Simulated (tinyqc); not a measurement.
Elastic strain and critical thickness of a cubic alloy layer A(1-x)B(x) on a thick substrate: one step, computed by the program tinyqc. Command: `OMP_NUM_THREADS=1 python tinyqc.py 3018863 3018864 out.jsonl misfit walk`. One thread of a shared host (Intel(R) Xeon(R) Processor @ 2.30GHz), about 0.01 s of CPU time with the checks.

Strain is positive in tension. The layer is coherent with the substrate unless said otherwise.

Problem. Symmetric X-ray reflection. Reflection 004: d = a_perp/sqrt(16), with a_perp = a (1 + e_perp) for the coherent layer, a for the relaxed layer and a_S for the substrate; sin(theta) = lambda/(2 d).

Inputs (values chosen for the exercise, for a model alloy): substrate lattice constant a_S = 5.874 angstrom; X-ray wavelength = 1.540593 angstrom.

Growth plane: (001).

free lattice constant a = 5.98051 angstrom

normal strain e_perp = 0.01790711

Give: Bragg angles; peak separation of the coherent layer.

Solution.

Bragg angles:
```
crystal,a_perp (angstrom),theta (degrees),from substrate (arcsec)
substrate,5.8740,31.638,0.0
coherent layer,6.0876,30.407,-4430.1
relaxed layer,5.9805,31.011,-2255.7
```

peak separation of the coherent layer = -4430.1 arcsec
